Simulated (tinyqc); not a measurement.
On-chip interconnect, size-dependent resistivity and RC delay: two steps of the calculation.

A rectangular line between two neighbours and two ground planes. Surface and grain-boundary scattering are added to the bulk resistivity as corrections; capacitances are parallel-plate values without fringing; inductance is ignored.

Values chosen for this exercise; metal values close to those of tungsten: bulk resistivity rho0 = 5.41 uohm cm; bulk mean free path lam = 15.7 nm; specular share of surface scattering ps = 0; reflection coefficient of grain boundaries Rg = 0.33; grain size over the metal width gr = 2; drawn line width wd = 91 nm; aspect ratio, height over width AR = 2.3; liner on both walls and the bottom, not conducting tl = 0.8 nm; space to the neighbouring lines sp = 91 nm; dielectric height to the planes above and below hd = 170 nm; relative permittivity of the dielectric ek = 2.7; Miller factor of the neighbours Mf = 1; driver resistance Rd = 430 ohm; time step dt = 0.52 ps.

Constants: eps0 = 8.8541878128e-12 F/m. Results are converted to the units shown.

Question 1. Resistivity, resistance and capacitance per length. Metal width x = wd - 2 tl, height y = AR wd - tl; grain boundaries (Mayadas-Shatzkes): al = (lam/(gr x)) Rg/(1 - Rg), g = 1/[1 - 3 al/2 + 3 al^2 - 3 al^3 ln(1 + 1/al)] - 1; surfaces (Fuchs-Sondheimer, thick limit): s = (3/8) lam (1 - ps)(1/x + 1/y); rho = rho0 (1 + g + s); r = rho/(x y); c = eps0 ek (2 wd/hd + 2 Mf AR wd/sp).

Give: x; y; al; g; s; rho; r; c.

Answer 1.

x = 89.400 nm
y = 208.50 nm
al = 0.043249
g = 0.063868
s = 0.094093
rho = 6.2646 uohm cm
r = 3.3608 ohm/um
c = 0.13556 fF/um

Question 2. Node voltages after a time step. A 1 V step is applied behind Rd at t = 0. C dv/dt = -G v + b, with G the conductance matrix of the ladder (1/Rs between neighbours, 1/Rd added at node 0) and b = (1 V/Rd, 0, ...). Trapezoidal step: (C/dt + G/2) v(new) = (C/dt - G/2) v + b.

Rs = 11.762938 ohm

```
node	C (fF)	v at t = 1 dt (V)
0	0.23723494	0.36407421
1	0.47446988	0.32322998
2	0.47446988	0.28932420
3	0.47446988	0.26162905
4	2.0372349	0.23955003
```

Wanted: v at t = 2 dt.

Answer 2.

v at t = 2 dt, node 0 to 4 (V): 0.4467  0.4559  0.4610  0.4636  0.4649

tinyqc, about 0.01 s, one thread, Intel Xeon 2.30GHz (shared host): `OMP_NUM_THREADS=1 python tinyqc.py 2100070 2100071 out.jsonl`
